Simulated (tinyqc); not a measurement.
Channel length: inversion-layer mobility, back-scattering and ballistic limit of a field-effect transistor. Computed by tinyqc, a small Python program. Command: `OMP_NUM_THREADS=1 python tinyqc.py 3007151 3007152 out.jsonl mos walk`. One thread of a shared host (Intel(R) Xeon(R) Processor @ 2.30GHz), about 0.01 s of CPU time with the checks.

The charge at the top of the source barrier is fixed by the gate; series resistance and short-channel effects are left out. F_j are Fermi integrals normalised to exp(eta) in the classical limit.

Inputs (values chosen for the exercise, modelled on a strained silicon n-channel): transport mass m = 0.19 m_0; valley degeneracy g_v = 2; weight w of the inversion charge = 0.5; permittivity eps = 11.7; phonon mobility at 1 MV/cm and 300 K, mu_ph = 600 cm^2/(V s); roughness mobility at 1 MV/cm, mu_sr = 2300 cm^2/(V s); Coulomb mobility at N_inv = 1e12/cm^2, mu_C = 780 cm^2/(V s); electrical oxide thickness t_inv = 4.1 nm; depletion charge N_dep = 2.1e+12 1/cm^2; gate overdrive V_G - V_T = 0.56 V; drain voltage V_D = 0.52 V; exponent a of the critical length = 0.57; temperature T = 300 K.

Statistics at the top of the barrier: Fermi-Dirac.

Constants: eps_0 = 8.8541878128e-12 F/m; e = 1.602176634e-19 C; m_0 = 9.1093837015e-31 kg; k_B = 1.380649e-23 J/K; hbar = 1.054571817e-34 J s; k_B = 8.617333262e-05 eV/K.

Method:
- N_inv = 3.9 eps_0 (V_G - V_T)/(e t_inv); effective field E_eff = e (N_dep + w N_inv)/(eps eps_0).
- mu_phonon = mu_ph (E_eff/1 MV/cm)^(-0.3) (T/300 K)^(-1.75); mu_rough = mu_sr (E_eff/1 MV/cm)^(-2); mu_Coulomb = mu_C (N_inv/1e12 cm^-2) (T/300 K); Matthiessen's rule adds 1/mu.
- F_j(eta) = (1/Gamma(j + 1)) int_0^infinity x^j/(1 + exp(x - eta)) dx, F_0 = ln(1 + exp(eta)). Integrals over x = E/(k_B T) use 160 Gauss-Legendre points in u = sqrt(x) from 0 to sqrt(max(eta, 0) + 32).
- Ballistic channel: N_2D = g_v m k_B T/(pi hbar^2), U = e V_D/(k_B T); eta_F solves N_inv = (N_2D/2)[F_0(eta_F) + F_0(eta_F - U)]; v_T = sqrt(2 k_B T/(pi m)); I/W = e (N_2D/2) v_T [F_1/2(eta_F) - F_1/2(eta_F - U)]; injection velocity v_T F_1/2(eta_F)/F_0(eta_F).
- Mean free path lambda = (2 k_B T/e)(mu/v_T) F_0(eta_0)/F_-1/2(eta_0), with eta_0 from N_inv = N_2D F_0(eta_0); critical length l = L (1 + U)^(-a), an empirical rule; back-scattering r = l/(l + lambda). Then eta solves N_inv = (N_2D/2)[(1 + r) F_0(eta) + (1 - r) F_0(eta - U)] and I/W = e (N_2D/2) v_T (1 - r)[F_1/2(eta) - F_1/2(eta - U)].
- The last column is the long-channel law e N_inv mu V/L with V = V_D - V_D^2/(2 V_ov) below pinch-off and V_ov/2 above, V_ov = V_G - V_T.

inversion density N_inv = 2.94379e+12 1/cm^2

effective mobility mu = 509.410 cm^2/(V s)

ballistic current I/W = 709.521 microampere/micrometre

Currents (microampere/micrometre):
```
L (nm)        r     I/W  ballistic ratio  long-channel law
5       0.03455  658.06          0.92747             13386
10      0.06679  613.52          0.86470              6693
20      0.12522  540.31          0.76152              3347
40      0.22256  436.10          0.61463              1673
80      0.36409  314.56          0.44335               837
160     0.53382  201.90          0.28456               418
400     0.74112   97.29          0.13712               167
1000    0.87740   42.38          0.05973                67
```

What does the comparison show, and why?

The current scales as L^-0.91 at the long end and as L^-0.10 at the short end, where it reaches 93 % of the ballistic 710. The long-channel law passes the ballistic limit between 80.0 and 160 nm and has no meaning below. At 1000 nm the model gives 0.63 times the long-channel law; the rule for l is a fit for short devices and fails wherever the model exceeds that law. Raising mu by 10 % at 20 nm raises I by 2.2 %.

Extremes, crossings and ranges named in words are read from the listed rows.
